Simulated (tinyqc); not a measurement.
Hot electrons in a saturated n-channel MOSFET, lucky-electron model: one step of the calculation.

Beyond pinch-off the lateral field grows as Esat cosh(y/l) over the velocity-saturated region (pseudo-two-dimensional model). Impact ionisation in this region gives the substrate current, which biases the body forward through Rsub. Currents are per width. Local-field laws: they overstate ionisation when the field peak is narrower than an energy relaxation length.

Task. Body bias from the substrate current. Cox = 3.9 eps0/tox. Overdrive g = Vg - VT + kb Vb; Vdsat = g Esat L/(g + Esat L); Id = Cox vs (g - Vdsat); dV = Vd - Id Rd - Vdsat; Em = sqrt((dV/l)^2 + Esat^2); Isub = Id (Ai/Bi) l Em exp(-Bi/Em). Vb(new) = Rsub Isub.

Values chosen for this exercise; values close to those of silicon n-channel devices:

| symbol | value | unit | meaning |
|---|---|---|---|
| L | 0.35 | um | channel length |
| tox | 8.5 | nm | oxide thickness |
| VT | 0.55 | V | threshold |
| vs | 9.2e6 | cm/s | saturation velocity |
| Ai | 2e6 | 1/cm | ionisation prefactor |
| Bi | 1.65 | MV/cm | ionisation field |
| Rd | 0 | ohm um | resistance of the lightly doped drain |
| Rsub | 3800 | ohm um | substrate resistance |
| kb | 0.25 |  | fall of VT per volt of forward body bias |
| Vd | 2.8 | V | drain voltage |
| Vg | 1.2 | V | gate voltage |

Constants: eps0 = 8.8541878128e-14 F/cm where lengths are in cm. Results are converted to the units shown.

Vb after iteration 1 = 0.0078564777 V
l = 61.846584 nm
Esat = 0.059354839 MV/cm

Give: Vdsat; Id; dV; Em; Isub; Vb after iteration 2.

Result.

Vdsat = 0.49623 V
Id = 58.206 uA/um
dV = 2.3038 V
Em = 0.37720 MV/cm
Isub = 2.0731 uA/um
Vb after iteration 2 = 0.0078779 V

Computed by the program tinyqc: `OMP_NUM_THREADS=1 python tinyqc.py 2550046 2550047 out.jsonl`, one thread of a shared Intel Xeon 2.30GHz, about 0.01 s for the whole run.
